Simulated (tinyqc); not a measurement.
Planar ballistic transistor, top-of-the-barrier model: one step of the calculation.

At the top of the source barrier, states moving towards the drain are filled by the source (Fermi level 0) and states moving back by the drain (Fermi level -q Vd); nothing scatters. U is the shift of the band edge there, set by the capacitances CG, CD and CS (the total) and by the charge. Parabolic two-dimensional band; the source is grounded.

Task. Self-consistent potential at the barrier top. eta1 = -(E0 + U)/Vt, eta2 = eta1 - Vd/Vt, n = (N0/2)[F_0(eta1) + F_0(eta2)], F_0(x) = ln(1 + exp x). U(out) = UL + q (n - n0)/CS. Newton step: U(new) = U + (U(out) - U)/(1 + CQ/CS), CQ = (q/Vt) dn/d(eta1) with both F' summed; F_0'(x) = 1/(1 + exp(-x)).

Inputs (values chosen for the exercise); mass and valleys made up: temperature T = 200 K; band edge at the barrier top above the source Fermi level at zero bias E0 = 0.39 eV; drain voltage Vd = 0.05 V.

Constants: q = 1.602176634e-19 C, kB = 1.380649e-23 J/K, Vt = kB T/q. Results are converted to the units shown.

U after iteration 1 = -0.42061342 eV
N0 = 2.0244889e13 cm^-2
CS = 4.4153197 uF/cm^2
n0 = 3011.2578 cm^-2
UL = -0.6599 eV

Give: eta1; eta2; n; U(out); CQ; U after iteration 2.

Result.

eta1 = 1.776
eta2 = -1.125
n = 2.241e13 cm^-2
U(out) = 0.1533 eV
CQ = 103.5 uF/cm^2
U after iteration 2 = -0.3971 eV

tinyqc, about 0.01 s, one thread, Intel Xeon 2.30GHz (shared host): `OMP_NUM_THREADS=1 python tinyqc.py 2400063 2400064 out.jsonl`
